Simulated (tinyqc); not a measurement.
Worked calculation: Pariser-Parr-Pople SCF with singles CI, for the molecule [CH2+]c1ccccc1 (SMILES; centres numbered as the heavy atoms are written). One step of it, computed by the program tinyqc.

Question. Singles CI, triplets. Over the 4 single excitations with the smallest orbital gaps: A = (e_a - e_i) delta - (ij|ab), with (pq|rs) = sum c_mp c_mq gamma_mn c_nr c_ns.

orbital energies (eV): -20.943438  -17.771296  -16.919587  -8.811863  -5.074420  -4.685714  -1.752083

coefficients:
```
,MO1,MO2,MO3,MO4,MO5,MO6,MO7
1C,0.310117,-0.382426,0.000000,0.726673,0.000000,-0.449172,0.166639
2C,0.581976,-0.467266,0.000000,-0.069659,0.000000,0.550728,-0.367168
3C,0.392051,-0.007153,0.507249,-0.391366,-0.492644,-0.214010,0.383768
4C,0.304121,0.406414,0.492644,0.023490,0.507249,-0.254203,-0.420912
5C,0.269713,0.552237,0.000000,0.399570,0.000000,0.523549,0.434200
6C,0.304121,0.406414,-0.492644,0.023490,-0.507249,-0.254203,-0.420912
7C,0.392051,-0.007153,-0.507249,-0.391366,0.492644,-0.214010,0.383768
```

repulsion gamma_rs (eV), lower triangle:
```
,1C,2C,3C,4C,5C,6C,7C
1C,11.130000
2C,7.553862,11.130000
3C,5.239602,7.554960,11.130000
4C,3.670230,5.239602,7.553862,11.130000
5C,3.276555,4.668463,5.239602,7.554960,11.130000
6C,3.670230,5.239602,4.669500,5.240702,7.554960,11.130000
7C,5.239602,7.554960,5.240702,4.669500,5.239602,7.553862,11.130000
```

Give: triplet CI matrix; triplet excitation energies.

Answer.

triplet CI matrix (eV), lower triangle:
```
,3>4,2>4,3>5,1>4
3>4,2.4890
2>4,0.0000,2.9930
3>5,0.0000,-0.2423,4.6975
1>4,0.0000,0.9071,-0.6530,5.7499
```

triplet excitation energies (eV): 2.4890  2.7202  4.4007  6.3195
